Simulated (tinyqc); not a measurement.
# Correction of a charged-defect supercell by a model charge and potential alignment (plane-averaged potentials), step by step

A worked calculation. Computed by tinyqc, a small Python program that keeps every step. Command: `OMP_NUM_THREADS=1 python tinyqc.py 3114264 3114265 out.jsonl align walk`. One thread of a shared host (Intel(R) Xeon(R) Processor @ 2.30GHz), about 0.01 s of CPU time with the checks. Intermediate numbers are printed to about 6 digits and carried at full precision; extremes and crossings named in words are read from the listed rows.

The "true" defect charge is (1 - x) q in a Gaussian of width sigma plus x q in one of width sigma_t, so the exact answer is known; the correction sees only a single model Gaussian of width sigma_m. A Gaussian of width s has the transform rho(G) = exp(-G^2 s^2/2), normalised to 1. A uniform background cancels q, so G = 0 is left out. Potentials are those felt by a unit positive charge. E_0 is the formation energy of the isolated defect, E_cell its value in the supercell, E_lat = E_iso - E_per of the model charge, C the true less the model potential far from the defect; the exact correction is E_0 - E_cell, and the error of a scheme is E_cell plus its correction less E_0.

Inputs (values chosen for the exercise, with screening close to that of HfO2): defect charge q = 1 e; dielectric constant eps = 22.2; edge of the cubic cell L = 19.3 angstrom; width sigma of the true defect charge = 1.8 angstrom; width sigma_m of the model charge = 1.6 angstrom; share x of the charge in a wide tail = 0; width sigma_t of the tail = 2.8 angstrom; formation energy of the isolated defect E_0 = 1.33 eV.

Constants: e^2/(4 pi eps_0) = 14.39964548 eV angstrom.

## The supercell energy and its true error

Periodic energy E_per = (2 pi q^2/(eps L^3)) (e^2/(4 pi eps_0)) sum_(G != 0) rho(G)^2/G^2, G = (2 pi/L)(n1, n2, n3), |n_i| <= 16. Isolated energy: two Gaussians of charges q_a, q_b and widths a, b interact by q_a q_b (e^2/(4 pi eps_0 eps)) sqrt(2/pi)/sqrt(a^2 + b^2), and the self-energy is half the sum over pairs. Supercell value E_cell = E_0 + E_per - E_iso for the true charge.

E_iso, true charge = 0.101653 eV

E_per, true charge = 0.0558122 eV

E_cell = 1.28416 eV

exact correction = 0.0458411 eV

## Lattice energy of the model charge

E_lat = E_iso - E_per for the model charge; point-charge value alpha q^2 e^2/(4 pi eps_0 eps 2 L) with alpha = 2.837297.

E_iso, model = 0.114360 eV

E_per, model = 0.0681334 eV

E_lat = 0.0462266 eV

point-charge value = 0.0476778 eV

## Plane-averaged potentials

Plane-averaged potential at distance z from the defect: V(z) = (4 pi q/(eps L^3)) (e^2/(4 pi eps_0 e)) sum_(m != 0) rho(G_m) cos(G_m z)/G_m^2, G_m = 2 pi m/L, |m| <= 40.

Potentials (V):
```
z/L   z (angstrom)        true       model   difference
0.00         0.000   0.0213172   0.0226777  -0.00136047
0.05         0.965   0.0196396   0.0207395  -0.00109992
0.10         1.930   0.0151715   0.0157014  -0.00052989
0.15         2.895   0.0092098   0.0092337  -0.00002399
0.20         3.860   0.0030194   0.0027673   0.00025205
0.25         4.825  -0.0026070  -0.0029607   0.00035366
0.30         5.790  -0.0073206  -0.0077005   0.00037990
0.35         6.755  -0.0110099  -0.0113947   0.00038477
0.40         7.720  -0.0136487  -0.0140342   0.00038542
0.45         8.685  -0.0152324  -0.0156179   0.00038549
0.50         9.650  -0.0157603  -0.0161458   0.00038549
```

The difference moves by 0.00 mV between z/L = 0.4 and 0.5: a plateau.

## Alignment and corrected energy

C = difference at z = L/2; E_corr = E_cell + E_lat - q C. For charges that have died out at L/2, C = (2 pi q/(eps L^3)) (e^2/(4 pi eps_0 e)) (<s^2> - sigma_m^2), <s^2> = (1 - x) sigma^2 + x sigma_t^2.

alignment C = 3.85492e-04 V

C, closed form = 3.85492e-04 V

E_corr = 1.33000 eV

error with alignment (rounded to 1e-4 meV) = 0 meV

error without alignment = 0.385492 meV

error with the point-charge term alone = 1.83675 meV

error without correction = -45.8411 meV

Errors are measured against E_0. Alignment cuts the error of the model charge from 0.39 to below 0.001 meV.

## Errors against cell size

Schemes: none; point-charge term alpha q^2 e^2/(4 pi eps_0 eps 2 L), alpha = 2.837297; E_lat of the model; E_lat - q C with C at z = L/2.

Error against E_0 (meV):
```
L (angstrom)      none  point charge  model charge  model and alignment
13.5          -62.7948       5.36686       1.12637           0.00299069
16.4          -53.1151       2.99358       0.62828           0.00005498
19.3          -45.8411       1.83675       0.38549           0.00000056
23.2          -38.6056       1.05744       0.22193           0.00000000
29.0          -31.1890       0.54141       0.11363           0.00000000
```

Between the last two rows the uncorrected error scales as L^-0.96 and the point-charge remainder as L^-3.00. With alignment the error is 0.0 meV in the smallest cell and 0.00 meV in the largest.

Checks made by the program: E_lat against the point-charge value less 2 pi q^2 sigma_m^2 e^2/(4 pi eps_0 eps L^3) (relative difference 2e-07).
